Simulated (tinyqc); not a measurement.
Inside a calculation. Method: Hubbard ring of 4 sites. One step of it, computed by the program tinyqc.

Task: Mean-field iteration 2. H(up) = T + U n(down), H(down) = T + U n(up); fill the lowest levels; n(new) = n + mixing (n(out) - n); E = tr T (rho up + rho down) + U sum n_up n_down of the output.

one-body matrix (hopping and site energies) (eV), order 1, 2, 3, 4:
```
[[0.000000, -1.690000, 0.000000, -1.690000],
 [-1.690000, 0.000000, -1.690000, 0.000000],
 [0.000000, -1.690000, 0.000000, -1.690000],
 [-1.690000, 0.000000, -1.690000, 0.000000]]
```

U = 0.900000 eV

electrons, up and down: [2, 1]

mixing = 0.500000

n(up) after iteration 1: [0.651664, 0.348336, 0.651664, 0.348336]

n(down) after iteration 1: [0.223336, 0.276664, 0.223336, 0.276664]

Give: levels, up; levels, down; energy; n(up) after iteration 2; n(down) after iteration 2.

Result:

levels, up (eV): [-3.155, 0.201, 0.249, 3.605]

levels, down (eV): [-2.933, 0.314, 0.586, 3.833]

energy = -6.316 eV

n(up) after iteration 2: [0.702, 0.298, 0.702, 0.298]

n(down) after iteration 2: [0.232, 0.268, 0.232, 0.268]
